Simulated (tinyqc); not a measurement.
Electron-beam lithography: double-Gaussian proximity function, edge placement and dose correction for parallel lines: one step, computed by the program tinyqc.

Lines are infinitely long. Absorbed energy is counted so that the middle of a very large area written at dose 1 receives 1; the resist develops where it exceeds 1/2.

Question. Interaction matrix. f(r) = [exp(-r^2/alpha^2)/alpha^2 + eta exp(-r^2/beta^2)/beta^2]/(pi (1 + eta)). A line from a to b at dose d gives E(x) = d [S(alpha) + eta S(beta)]/(1 + eta), S(s) = [erf((b - x)/s) - erf((a - x)/s)]/2. M_ij is the mean of E at the two edges of line i from line j at dose 1.

Inputs (values chosen for the exercise, of the order of those for 30 keV electrons in resist on silicon): forward range alpha = 0.014 micrometre; backscatter range beta = 4.6 micrometre; backscatter ratio eta = 0.81.

Lines (micrometre):

| line | left edge | right edge | centre |
|---|---|---|---|
| 1 | 0.000 | 0.038 | 1.900000e-02 |
| 2 | 0.120 | 0.200 | 1.600000e-01 |
| 3 | 3.900 | 3.947 | 3.923500e+00 |
| 4 | 5.547 | 5.641 | 5.594000e+00 |
| 5 | 6.051 | 9.651 | 7.851000e+00 |

Give: M.

Answer.

M:
```
        1       2       3       4       5
1  0.2783  0.0044  0.0013  0.0012  0.0136
2  0.0021  0.2806  0.0013  0.0013  0.0149
3  0.0010  0.0022  0.2788  0.0045  0.0973
4  0.0005  0.0011  0.0023  0.2814  0.1512
5  0.0002  0.0005  0.0013  0.0037  0.4399
```
